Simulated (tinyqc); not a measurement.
What each parameter does: exciton in an atomically thin sheet (Rytova-Keldysh potential).

Relative motion in the plane with V(k) = -2 pi q/(k (kap + r0 k)), q = e^2/(4 pi eps0), c = hbar^2/2m0. Normalised Gaussians exp(-a_i r^2): with A = a_i + a_j, S_ij = 2 sqrt(a_i a_j)/A, T_ij = (4c/mu)(a_i a_j/A) S_ij, V_ij = -q S_ij times the integral over k from 0 to infinity of exp(-k^2/4A)/(kap + r0 k).

Converged values use 20 Gaussians with exponents 2^i/b^2, i = -11 to 8, b the larger of a0 kap/(2 mu) and sqrt(a0 r0/mu), a0 = 0.5291772 angstrom; p states use r exp(i theta) exp(-a r^2).

Constants: hbar^2/2m0 = 3.80998211 eV angstrom^2; e^2/(4 pi eps0) = 14.39964547 eV angstrom.

Values chosen for the exercise (near those of a MoSe2 monolayer; not measured data):
- me = 0.538 m0 (electron mass)
- mh = 0.622 m0 (hole mass)
- kap = 1 (mean dielectric constant of the surroundings)
- r0 = 55.9 angstrom (screening length of the sheet)
- Eg = 2.157 eV (gap, in these surroundings)

1/mu = 1/me + 1/mh; converged values. Eg is held fixed when kap or r0 changes: the shrinking of the gap by stronger screening, which offsets most of the shift of the 1s line, is left out.

Results for these values:
```
case  1s binding (meV)  2s - 1s (meV)  2s - 2p (meV)  1s line (eV)
base             460.5          231.7           46.7         1.697
```

What happens to each result for Eg = 2.26 eV, all else kept?

Answer: 1s binding does not change at the printed digits; 2s - 1s does not change at the printed digits; 2s - 2p does not change at the printed digits; 1s line rises from 1.697 to 1.800.

The same for each parameter in turn:
```
case                1s binding (meV)  2s - 1s (meV)  2s - 2p (meV)  1s line (eV)
base                           460.5          231.7           46.7         1.697
me = 0.646 m0                  471.0          233.9           47.5         1.686
mh = 0.498 m0                  448.3          229.0           45.7         1.709
kap = 1.3                      402.8          217.8           41.7         1.754
r0 = 44.7 angstrom             544.8          282.7           55.8         1.612
Eg = 2.26 eV                   460.5          231.7           46.7         1.800
```

Program tinyqc; command `OMP_NUM_THREADS=1 python tinyqc.py 1250732 1250733 out.jsonl`; about 0.02 s on one thread of a shared Intel(R) Xeon(R) Processor @ 2.30GHz.
